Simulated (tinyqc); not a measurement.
Permeation of metal atoms or ions through a thin barrier or dielectric: time lag, field-aided drift and lifetime: one step, computed by the program tinyqc. Command: `OMP_NUM_THREADS=1 python tinyqc.py 3026866 3026867 out.jsonl barrier walk`. One thread of a shared host (Intel(R) Xeon(R) Processor @ 2.30GHz), about 0.01 s of CPU time with the checks.

The film 0 < x < d is empty at first; C = C0 at x = 0 and C = 0 at x = d. dC/dt = D d2C/dx2 - v dC/dx with drift v = D z e V/(k_B T d) (uniform field, no space charge).

Task: Scales. D = D0 exp(-E/(k_B T)); time scale d^2/D; Peclet number P = z V/(k_B T), k_B T in eV; 1 nm = 1e-7 cm. Temperatures in kelvin are T(C) + 273.15.

Inputs (values chosen for the exercise, for a model case: singly charged ions through a dielectric):

| quantity | value | unit |
|---|---|---|
| thickness d | 32 | nm |
| prefactor D0 | 3e-08 | cm^2/s |
| activation energy E | 0.852 | eV |
| charge number z | 1 | - |
| voltage V (positive drives ions across) | 0.039 | V |
| test temperature T | 225 | C |

Constants: k_B = 8.617333262e-05 eV/K.

Give: diffusivity D; time scale d^2/D; Peclet number P.

Result:

diffusivity D = 7.202e-17 cm^2/s

time scale d^2/D = 1.422e+05 s

Peclet number P = 0.9085
